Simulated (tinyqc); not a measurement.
Electron mobility in a silicon inversion layer, empirical terms and Matthiessen rule: one step of the calculation.

Inversion layer of sheet density Ns on a uniformly doped body, under a high-permittivity gate with an interlayer. The mobility terms are empirical power laws with prefactors chosen for the exercise; adding their inverses (Matthiessen) is itself an approximation.

Problem. Split C-V extraction. Q(Vg) is the trapezoid sum of Cgc from the first point (where Q is taken as 0); mu_eff = I/((W/L) Q Vd); mu_FE = (dI/dVg)/((W/L) Cox Vd) with a backward difference. Listed from point 4 on.

Values chosen for this exercise; material values close to those of silicon: gate capacitance Cox = 1.28 uF/cm^2; ratio W/L WL = 20; drain voltage Vd = 0.02 V.

```
point	Vg (V)	Cgc (uF/cm^2)	I (uA)
0	0	1.0608983e-4	7.9550726e-9
1	0.05	5.6801041e-4	2.2811175e-7
2	0.1	0.0030363857	6.5296385e-6
3	0.15	0.016096508	1.8517165e-4
4	0.2	0.081735332	0.0050030080
5	0.25	0.34250410	0.10829547
6	0.3	0.84709250	1.2028509
7	0.35	1.1685050	5.2757718
8	0.4	1.2575959	12.374228
9	0.45	1.2757566	21.194484
10	0.5	1.2792056	30.818283
11	0.55	1.2798516	40.739984
12	0.6	1.2799723	50.673199
```

Wanted: Q; mu_eff; mu_FE.

Solution.

```
point	Q (uC/cm^2)	mu_eff (cm^2/(V s))	mu_FE (cm^2/(V s))
4	0.0030311	4.1264	0.18820
5	0.013637	19.853	4.0349
6	0.043377	69.325	42.756
7	0.093767	140.66	159.10
8	0.15442	200.33	277.28
9	0.21775	243.33	344.54
10	0.28163	273.57	375.93
11	0.34560	294.70	387.57
12	0.40960	309.29	388.02
```

At the last point mu_FE is 25 % above mu_eff.

Computed by the program tinyqc: `OMP_NUM_THREADS=1 python tinyqc.py 2510037 2510038 out.jsonl`, one thread of a shared Intel Xeon 2.30GHz, about 0.01 s for the whole run.
